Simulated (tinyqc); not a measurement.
Inside a calculation. Method: empirical pseudopotential in a few plane waves. One step of it, computed by the program tinyqc.

Task: Bloch Hamiltonian at G. Basis: the 15 shortest G (labels in 2 pi/a), the same at every k. H(G,G') = c |k + G|^2 delta + VS(|G-G'|^2) cos((G-G').tau) + i VA sin((G-G').tau), tau = a/8 (1,1,1); 1 Ry = 13.605693 eV.

Parameters chosen for this model: fcc lattice, atoms at +/- a/8 (1,1,1); form factors in rydberg at |G|^2 in units of (2 pi/a)^2:
```
parameter                 value      unit
a                      6.290000  angstrom
VS(3)                 -0.257000        Ry
VS(8)                  0.054000        Ry
VS(11)                 0.088000        Ry
VA(3)                  0.085000        Ry
VA(4)                  0.065000        Ry
VA(11)                 0.026000        Ry
hbar^2/2m (2 pi/a)^2   3.801731        eV
```

k point G (2 pi / a): 0  0  0

Give: H(k) at G.

Result:

H(k) at G (eV):
```
                 +0+0+0           -1-1-1           -1-1+1           -1+1-1
+0+0+0           0.0000   2.4725+0.8178i  -2.4725+0.8178i  -2.4725+0.8178i
-1-1-1   2.4725-0.8178i          11.4052   0.0000-0.8844i   0.0000-0.8844i
-1-1+1  -2.4725-0.8178i   0.0000+0.8844i          11.4052           0.7347
-1+1-1  -2.4725-0.8178i   0.0000+0.8844i           0.7347          11.4052
-1+1+1  -2.4725+0.8178i          -0.7347   0.0000+0.8844i   0.0000+0.8844i
+1-1-1  -2.4725-0.8178i   0.0000+0.8844i           0.7347           0.7347
+1-1+1  -2.4725+0.8178i          -0.7347   0.0000+0.8844i           0.0000
+1+1-1  -2.4725+0.8178i          -0.7347           0.0000   0.0000+0.8844i
+1+1+1   2.4725+0.8178i           0.0000          -0.7347          -0.7347
-2+0+0   0.0000-0.8844i  -2.4725+0.8178i  -2.4725-0.8178i  -2.4725-0.8178i
+0-2+0   0.0000-0.8844i  -2.4725+0.8178i  -2.4725-0.8178i   0.8466-0.2501i
+0+0-2   0.0000-0.8844i  -2.4725+0.8178i   0.8466-0.2501i  -2.4725-0.8178i
+0+0+2   0.0000+0.8844i  -0.8466-0.2501i   2.4725+0.8178i  -0.8466+0.2501i
+0+2+0   0.0000+0.8844i  -0.8466-0.2501i  -0.8466+0.2501i   2.4725+0.8178i
+2+0+0   0.0000+0.8844i  -0.8466-0.2501i  -0.8466+0.2501i  -0.8466+0.2501i

                 -1+1+1           +1-1-1           +1-1+1           +1+1-1
+0+0+0  -2.4725-0.8178i  -2.4725+0.8178i  -2.4725-0.8178i  -2.4725-0.8178i
-1-1-1          -0.7347   0.0000-0.8844i          -0.7347          -0.7347
-1-1+1   0.0000-0.8844i           0.7347   0.0000-0.8844i           0.0000
-1+1-1   0.0000-0.8844i           0.7347           0.0000   0.0000-0.8844i
-1+1+1          11.4052           0.0000           0.7347           0.7347
+1-1-1           0.0000          11.4052   0.0000-0.8844i   0.0000-0.8844i
+1-1+1           0.7347   0.0000+0.8844i          11.4052           0.7347
+1+1-1           0.7347   0.0000+0.8844i           0.7347          11.4052
+1+1+1   0.0000+0.8844i          -0.7347   0.0000+0.8844i   0.0000+0.8844i
-2+0+0   2.4725-0.8178i   0.8466-0.2501i  -0.8466-0.2501i  -0.8466-0.2501i
+0-2+0  -0.8466-0.2501i  -2.4725-0.8178i   2.4725-0.8178i  -0.8466-0.2501i
+0+0-2  -0.8466-0.2501i  -2.4725-0.8178i  -0.8466-0.2501i   2.4725-0.8178i
+0+0+2  -2.4725+0.8178i  -0.8466+0.2501i  -2.4725+0.8178i   0.8466+0.2501i
+0+2+0  -2.4725+0.8178i  -0.8466+0.2501i   0.8466+0.2501i  -2.4725+0.8178i
+2+0+0   0.8466+0.2501i   2.4725+0.8178i  -2.4725+0.8178i  -2.4725+0.8178i

                 +1+1+1           -2+0+0           +0-2+0           +0+0-2
+0+0+0   2.4725-0.8178i   0.0000+0.8844i   0.0000+0.8844i   0.0000+0.8844i
-1-1-1           0.0000  -2.4725-0.8178i  -2.4725-0.8178i  -2.4725-0.8178i
-1-1+1          -0.7347  -2.4725+0.8178i  -2.4725+0.8178i   0.8466+0.2501i
-1+1-1          -0.7347  -2.4725+0.8178i   0.8466+0.2501i  -2.4725+0.8178i
-1+1+1   0.0000-0.8844i   2.4725+0.8178i  -0.8466+0.2501i  -0.8466+0.2501i
+1-1-1          -0.7347   0.8466+0.2501i  -2.4725+0.8178i  -2.4725+0.8178i
+1-1+1   0.0000-0.8844i  -0.8466+0.2501i   2.4725+0.8178i  -0.8466+0.2501i
+1+1-1   0.0000-0.8844i  -0.8466+0.2501i  -0.8466+0.2501i   2.4725+0.8178i
+1+1+1          11.4052  -0.8466-0.2501i  -0.8466-0.2501i  -0.8466-0.2501i
-2+0+0  -0.8466+0.2501i          15.2069           0.7347           0.7347
+0-2+0  -0.8466+0.2501i           0.7347          15.2069           0.7347
+0+0-2  -0.8466+0.2501i           0.7347           0.7347          15.2069
+0+0+2  -2.4725-0.8178i          -0.7347          -0.7347           0.0000
+0+2+0  -2.4725-0.8178i          -0.7347           0.0000          -0.7347
+2+0+0  -2.4725-0.8178i           0.0000          -0.7347          -0.7347

                 +0+0+2           +0+2+0           +2+0+0
+0+0+0   0.0000-0.8844i   0.0000-0.8844i   0.0000-0.8844i
-1-1-1  -0.8466+0.2501i  -0.8466+0.2501i  -0.8466+0.2501i
-1-1+1   2.4725-0.8178i  -0.8466-0.2501i  -0.8466-0.2501i
-1+1-1  -0.8466-0.2501i   2.4725-0.8178i  -0.8466-0.2501i
-1+1+1  -2.4725-0.8178i  -2.4725-0.8178i   0.8466-0.2501i
+1-1-1  -0.8466-0.2501i  -0.8466-0.2501i   2.4725-0.8178i
+1-1+1  -2.4725-0.8178i   0.8466-0.2501i  -2.4725-0.8178i
+1+1-1   0.8466-0.2501i  -2.4725-0.8178i  -2.4725-0.8178i
+1+1+1  -2.4725+0.8178i  -2.4725+0.8178i  -2.4725+0.8178i
-2+0+0          -0.7347          -0.7347           0.0000
+0-2+0          -0.7347           0.0000          -0.7347
+0+0-2           0.0000          -0.7347          -0.7347
+0+0+2          15.2069           0.7347           0.7347
+0+2+0           0.7347          15.2069           0.7347
+2+0+0           0.7347           0.7347          15.2069
```
